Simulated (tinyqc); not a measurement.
Trap density from the barrier height.

Question. In a partly depleted grain with all boundary traps filled, 2 N W = Qt and VB = q N W^2/(2 eps0 eps_r). Find Qt, W and the doping at which VB would equal Vt.

Values chosen for this exercise:

| symbol | value | unit | meaning |
|---|---|---|---|
| T | 400 | K | temperature |
| eps_r | 11.7 |  | relative permittivity |

Constants: q = 1.602176634e-19 C, kB = 1.380649e-23 J/K, Vt = kB T/q, eps0 = 8.8541878128e-14 F/cm where lengths are in cm. Results are converted to the units shown.

doping = 1.6e18 cm^-3
barrier height = 0.081679398 V

Answer. Eliminating W gives VB = q Qt^2/(8 eps0 eps_r N), which falls as 1/N.

Qt = 2.60e12 cm^-2
W = 8.12 nm
doping for VB = Vt = 3.79e18 cm^-3

Numbers from tinyqc (`OMP_NUM_THREADS=1 python tinyqc.py 2830075 2830076 out.jsonl`; about 0.01 s on one thread of a shared Intel Xeon 2.30GHz).
